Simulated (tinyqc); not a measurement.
Van der Pauw, Hall and four-point-probe measurements on a doped layer: correction factor against the shape of the sample.

A uniform p-type layer with sheet resistance Rs = 1/(q ns mu), point contacts, low field (mu B small).

Rs = 1/(q ns mu). For a rectangle with contacts at the corners, RA = (8 Rs/pi) sum_(k>=0) ln coth((2k + 1) pi a/(2 b)) with current along a short side b and voltage along the opposite one, RB the same with a and b exchanged. ar = a/b. F = Rs/[(pi/ln 2)(RA + RB)/2]; small-asymmetry estimate 1 - (ln 2/2) d^2 - ((ln 2)^2/4 - (ln 2)^3/12) d^4 with d = (RB - RA)/(RB + RA).

Inputs (values chosen for the exercise):
- ns = 4.3e15 cm^-2 (sheet density of the layer)
- mu = 41 cm^2/(V s) (drift mobility)

Constants: q = 1.602176634e-19 C. Results are converted to the units shown.

Correction factor against the shape of the sample:
```
ar	RA (ohm)	RB (ohm)	RB/RA	F	estimate of F
1	7.811	7.811	1.000	1.000	1.000
1.23	3.785	14.13	3.734	0.8718	0.8741
1.46	1.837	21.35	11.62	0.6738	0.7082
1.69	0.8917	29.03	32.55	0.5221	0.6213
1.91	0.4467	36.60	81.92	0.4217	0.5862
2.14	0.2169	44.63	205.8	0.3484	0.5713
2.37	0.1053	52.71	500.6	0.2958	0.5653
2.6	0.05112	60.83	1190	0.2566	0.5628
```

RB/RA rises from 1.00 to 1190 and F falls from 1.00 to 0.257. The estimate is 5.1 % above F at a/b = 1.46 and 2.19 times it in the last row. RA shrinks about as exp(-pi a/b): by a factor of 2.06 between the last two rows, against 2.06.

tinyqc, about 0.01 s, one thread, Intel Xeon 2.30GHz (shared host): `OMP_NUM_THREADS=1 python tinyqc.py 2850195 2850196 out.jsonl`
